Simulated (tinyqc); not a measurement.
Chemical vapour deposition: Grove model, boundary layer, depletion and step coverage: one step, computed by the program tinyqc. Command: `OMP_NUM_THREADS=1 python tinyqc.py 3020430 3020431 out.jsonl cvd walk`. One thread of a shared host (Intel(R) Xeon(R) Processor @ 2.30GHz), about 0.04 s of CPU time with the checks.

A precursor diffuses to the surface and reacts there at first order; each molecule that reacts adds one formula unit of film.

Question. Depletion along the susceptor. Plug flow: U b dC/dx = -k_eff C with k_eff = k_s h_g/(k_s + h_g), so C falls as exp(-k_eff x/(U b)); the used share of the precursor is 1 - C(L)/C(0).

Inputs (values chosen for the exercise, close to those used for tungsten from its fluoride):
```
quantity            value  unit
temperature T         510     C
gas velocity U         20  cm/s
susceptor length L     39    cm
channel height b      6.7    cm
```

Reactor: horizontal, atmospheric.

surface rate constant k_s = 0.09804812 cm/s

mass-transfer coefficient h_g = 1.957990 cm/s

growth rate G at the inlet = 141.6659 nm/min

Give: k_eff; depletion length; rate at the outlet over rate at the inlet; rate at the outlet.

Answer.

k_eff = 0.09337 cm/s

depletion length = 1435 cm

rate at the outlet over rate at the inlet = 0.9732

rate at the outlet = 137.9 nm/min

2.7 % of the precursor is used.
